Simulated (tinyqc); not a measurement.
Lifetime against injection: carrier lifetime from Shockley-Read-Hall, radiative, Auger and surface recombination. Computed by tinyqc, a small Python program. Command: `OMP_NUM_THREADS=1 python tinyqc.py 3027453 3027454 out.jsonl lifetime walk`. One thread of a shared host (Intel(R) Xeon(R) Processor @ 2.30GHz), about 0.02 s of CPU time with the checks.

Energies are counted from the top of the valence band. Boltzmann statistics, full ionisation, and equal excess densities of electrons and holes.

Inputs (values chosen for the exercise, for a model semiconductor):
```
quantity                          value        unit
gap E_g                            1.48          eV
electron mass m_e                0.0937         m_0
valleys M_c                           1           -
hole mass m_h                     0.621         m_0
temperature T                       250           K
doping N                        2.8e+14       cm^-3
trap level E_t                    0.902          eV
trap density N_t                  8e+14       cm^-3
electron cross-section sigma_n  5.9e-16        cm^2
hole cross-section sigma_p      2.2e-16        cm^2
radiative coefficient B         2.7e-10      cm^3/s
Auger coefficient C_n           4.3e-30      cm^6/s
Auger coefficient C_p           2.4e-30      cm^6/s
diffusion coefficient D              15      cm^2/s
surface velocity S                 1600        cm/s
thickness W                          41  micrometre
```

Doping: n-type. Surface term: two equal surfaces.

Constants: m_0 = 9.1093837015e-31 kg; k_B = 1.380649e-23 J/K; h = 6.62607015e-34 J s; k_B = 8.617333262e-05 eV/K.

Method:
- N_c = 2 M_c (2 pi m_e k_B T/h^2)^(3/2) and N_v = 2 (2 pi m_h k_B T/h^2)^(3/2), masses in units of m_0.
- n_i = sqrt(N_c N_v) exp(-E_g/2 k_B T); majority density N/2 + sqrt(N^2/4 + n_i^2), minority density n_i^2 over it.
- v = sqrt(3 k_B T/m) with m_e or m_h; tau_n0 = 1/(sigma_n v_n N_t), tau_p0 = 1/(sigma_p v_p N_t); n1 = N_c exp(-(E_g - E_t)/k_B T), p1 = N_v exp(-E_t/k_B T).
- The slowest diffusion mode has x tan x = S W/(2 D) with 0 < x < pi/2 (bisection), and tau_s = W^2/(4 x^2 D). The common approximation is W/(2 S) + W^2/(pi^2 D).
- With n = n_0 + dn, p = p_0 + dn and U/dn = 1/tau: (n p - n_i^2)/dn = n_0 + p_0 + dn = s; 1/tau_SRH = s/[tau_p0 (n + n1) + tau_n0 (p + p1)]; 1/tau_rad = B s; 1/tau_Aug = (C_n n + C_p p) s; the rates add, with 1/tau_s.
- Rows stop below half the smaller effective density of states.

N_c = 5.47532e+17 cm^-3

N_v = 9.34195e+18 cm^-3

n_0 = 2.80e+14 cm^-3

p_0 = 2.66810e-08 cm^-3

tau_p0 = 4.19958e-07 s

n1 = 1.22023e+06 cm^-3

tau_n0 = 6.08275e-08 s

p1 = 6.12235 cm^-3

tau_s = 1.37593e-06 s

Lifetimes (s):
```
dn (cm^-3)         SRH   radiative       Auger   effective  radiative efficiency  fastest channel
1.00e+10    4.1996e-07  1.3227e-05  2.9660e+00  3.1411e-07               0.02375              SRH
1.00e+11    4.1998e-07  1.3223e-05  2.9636e+00  3.1412e-07               0.02376              SRH
1.00e+12    4.2017e-07  1.3180e-05  2.9394e+00  3.1421e-07               0.02384              SRH
1.00e+13    4.2206e-07  1.2771e-05  2.7130e+00  3.1502e-07               0.02467              SRH
1.00e+14    4.3596e-07  9.7466e-06  1.4043e+00  3.2019e-07               0.03285              SRH
1.00e+15    4.6748e-07  2.8935e-06  9.8842e-02  3.1138e-07               0.10761              SRH
1.00e+16    4.7913e-07  3.6028e-07  1.4263e-03  1.7888e-07               0.49651        radiative
1.00e+17    4.8062e-07  3.6934e-08  1.4857e-05  3.3389e-08               0.90402        radiative
```

tau_SRH goes from 4.20e-7 s at low injection (the minority capture time, 4.20e-7 s) to 4.81e-7 s in the last row; at high injection it tends to tau_n0 + tau_p0 = 4.81e-7 s. Ruling channel by row: SRH from 1e10, radiative from 1e16 cm^-3. Caution: the trap density is not small against the doping, so trapped charge breaks the equality of the excess densities.
